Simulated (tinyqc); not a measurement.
Inside a calculation. Model: vibrations of a mass or spring defect in a linear chain. Computed by tinyqc, a small Python program that keeps every step. Command: `OMP_NUM_THREADS=1 python tinyqc.py 3031566 3031567 out.jsonl localmode walk`. One thread of a shared host (Intel(R) Xeon(R) Processor @ 2.30GHz), about 0.01 s of CPU time with the checks. Intermediate numbers are printed to about 6 digits and carried at full precision; extremes and crossings named in words are read from the listed rows.

A ring of N atoms with nearest-neighbour springs k and motion along the chain. Atom 1 is the defect, of mass M', and its two springs are k'. All other atoms have the mass M.

Inputs (values chosen for the exercise, for a model chain): spring constant k = 1.86 eV/angstrom^2; host mass M = 109 u; defect mass M' = 12.5 u; spring ratio k'/k at the defect = 0.58; atoms in the ring N = 6; isotope mass step = 2 u.

Host: monatomic.

Constants: nu for 1 eV/(angstrom^2 u) = 15.6333042 THz.

## Band edges of the host

Host band: lambda from 0 to 4k/M. nu = 15.6333042 THz x sqrt(lambda), lambda in eV/(angstrom^2 u).

band edges (THz): [0.00000, 4.08436]

## Dynamical matrix of the ring

D_ii = (sum of the two springs at i)/M_i, D_ij = -k_ij/sqrt(M_i M_j) for neighbours, closed into a ring.

D (eV/(angstrom^2 u)):
$$\begin{pmatrix}
0.172608 & -0.029226 & 0.000000 & 0.000000 & 0.000000 & -0.029226 \\
-0.029226 & 0.026961 & -0.017064 & 0.000000 & 0.000000 & 0.000000 \\
0.000000 & -0.017064 & 0.034128 & -0.017064 & 0.000000 & 0.000000 \\
0.000000 & 0.000000 & -0.017064 & 0.034128 & -0.017064 & 0.000000 \\
0.000000 & 0.000000 & 0.000000 & -0.017064 & 0.034128 & -0.017064 \\
-0.029226 & 0.000000 & 0.000000 & 0.000000 & -0.017064 & 0.026961
\end{pmatrix}$$

## Frequencies of the ring

Diagonalise D and leave out the zero eigenvalue of the uniform shift.

nonzero frequencies (THz): [1.78990, 2.36115, 3.42442, 3.87263, 6.69959]

1 mode(s) lie outside the host bands, at 6.700 THz.

## The highest mode of a long ring

The same matrix for 120 atoms; amplitudes are the mass-weighted eigenvector, in size, relative to the defect, for the highest mode; its weight is the squared component of the normalised eigenvector on the defect.

highest frequency, long ring = 6.69956 THz

weight of the highest mode on the defect = 0.932543

amplitudes on atoms 1 to 8: [1.00000e+00, 1.88904e-01, 2.18471e-02, 2.52666e-03, 2.92214e-04, 3.37951e-05, 3.90847e-06, 4.52023e-07]

ratio to the top of the host band = 1.64030

A local mode: it lies 64.0 % above the host band and its amplitude falls by a factor 74.76 every two atoms beyond the first neighbour.

## Convergence with the size of the ring

The formulas are those given above.

Highest mode:
```
N    frequency (THz)  weight on the defect  modes outside the bands
4            6.70191              0.930277                        1
6            6.69959              0.932490                        1
8            6.69956              0.932542                        1
12           6.69956              0.932543                        1
20           6.69956              0.932543                        1
40           6.69956              0.932543                        1
80           6.69956              0.932543                        1
120          6.69956              0.932543                        1
```

The local mode is within 0.01 % of its final value from N = 6 on, and its weight on the defect settles at 0.933: a bound mode needs only a cell larger than its decay length.

## Isotope shift of the local mode

Raise M' by the isotope step in the 120-atom ring. First order, good only for a step much smaller than M': Delta nu/nu = -(1/2) (weight on the defect) Delta M'/M'; a defect vibrating against fixed neighbours would give sqrt(M'/(M' + step)) - 1.

shift, exact = -6.64204 %

shift, first order = -7.46034 %

shift, fixed neighbours = -7.15233 %

The shift is 93 % of the fixed-neighbour value; all other atoms together carry 7 % of the kinetic energy of the mode.

Checks made by the program: sum of eigenvalues against the trace of D (relative difference below 1e-10).
